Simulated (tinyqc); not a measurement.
Inside a calculation: interface roughness in a thin film (subband fluctuation and scattering). Values are carried at full precision from step to step, so a last printed digit may differ when a step is redone from the rounded ones.

Square well of width t, barriers V0, c = hbar^2/2m0: E1 solves k t + 2 atan[(k/mz)/(kappa/mb)] = pi, k = sqrt(mz E/c), kappa = sqrt(mb (V0 - E)/c). One interface is rough, so the subband edge fluctuates by G dt with G = |dE1/dt| (central difference of 0.01 angstrom; 2 E1/t for hard walls).

Constants: hbar^2/2m0 = 3.80998211 eV angstrom^2; e^2/(4 pi eps0) = 14.39964547 eV angstrom; hbar = 6.58211957e-16 eV s.

Inputs chosen for the exercise (near those of a thin Si channel on (100), two-fold valleys; not measured data):
```
symbol  value  unit         meaning
t       32     angstrom     film thickness
mz      0.925  m0           confinement mass
V0      3.21   eV           barrier
mb      0.49   m0           barrier mass
D       1.3    angstrom     rms height of the roughness
md      0.191  m0           mass in the plane
gv      2                   valleys
Lc      50     angstrom     correlation length
Ns      3.8    x 1e12/cm^2  sheet density
eps     7.6                 mean dielectric constant at the channel
Lg      200    angstrom     gate length
Wg      1000   angstrom     gate width
```

## Sensitivity of the level to thickness

Give E1, G, the hard-wall values and the rms fluctuation G D.

E1 = 35.89 meV
G = |dE1/dt| = 2.1321 meV/angstrom

hard walls: E1 (meV) and G (meV/angstrom): 39.699  2.481

G D = 2.77 meV

Hard walls overstate G by a factor 1.16, and the scattering rate, which goes as G^2, by 1.35.

## The angular integrand

Gaussian roughness spectrum S(q) = pi D^2 Lc^2 exp(-q^2 Lc^2/4). Degenerate gas, taken to fill one subband (the second starts to fill once c kF^2/md exceeds E2 - E1, which is not tested here): kF = sqrt(2 pi Ns/gv), q = 2 kF sin(theta/2), 1/tau = (md/(2 pi c hbar)) G^2 times the integral from 0 to pi of S(q)(1 - cos theta)/eps(q)^2 dtheta, eps(q) = 1 + qs/q with screening (qs = gv md q0/(c eps), q0 = e^2/(4 pi eps0), form factors left out, which overstates the screening; other scattering is left out too, so these values lie far above measured mobilities in all but the thinnest films) or 1 without; mobility = tau c2/md with c2 = e/m0 = 1.75882e15 cm^2/(V s^2); 1e12/cm^2 = 1e-4/angstrom^2.

kF, qs, and exp(-q^2 Lc^2/4)(1 - cos theta) without and with the factor 1/eps^2 at theta = 30, 60, ..., 180 degrees.

kF = 0.03455 1/angstrom
qs = 0.1900 1/angstrom

Integrand:
```
theta  q (1/angstrom)   bare  eps(q)  screened
30             0.0179  0.110   11.62  0.000812
60             0.0346  0.237    6.50   0.00562
90             0.0489  0.225    4.89   0.00941
120            0.0598  0.160    4.17   0.00918
150            0.0667  0.115    3.85   0.00779
180            0.0691  0.101    3.75   0.00720
```

kF Lc = 1.73: the spectrum cuts off large angles, and the bare integrand is largest at 60 degrees among these rows.

## Scattering time and mobility

Integrate over theta.

Results:
```
case      integral   tau (fs)  mobility (cm^2/(V s))
bare        0.4699       2910              2.679e+04
screened   0.01906  7.172e+04              6.605e+05
```

Screening raises the mobility by a factor 24.7. With it kF l = 5.19e+03, so by this rate the carriers are far from localisation. Phonons, and the gate field that presses carriers to the wall, limit real channels far below this value.

## Threshold variation

Averaged over an area A = Lg Wg much larger than Lc^2, the thickness varies by D sqrt(pi Lc^2/A), so sigma(Vt) = G D Lc sqrt(pi/A)/e; the Pelgrom coefficient is sigma sqrt(A) (1 micrometre = 1e4 angstrom).

rms of the mean thickness = 0.258 angstrom
sigma(Vt) = 0.549 mV
coefficient = 0.0246 mV micrometre

The electrostatic effect of the thickness is left out. Lc is not small against the gate, so the averaging formula overstates the variation.

## Checks

- G from the envelope at the wall, psi(t/2)^2 (E1 + c mz (kappa/mb)^2), against the difference quotient, meV/angstrom: both 2.132.
- Bare integral for Lc -> 0 against pi: both 3.1416.

tinyqc: `OMP_NUM_THREADS=1 python tinyqc.py 1282460 1282461 out.jsonl`; about 0.01 s, one thread, shared Intel(R) Xeon(R) Processor @ 2.30GHz.
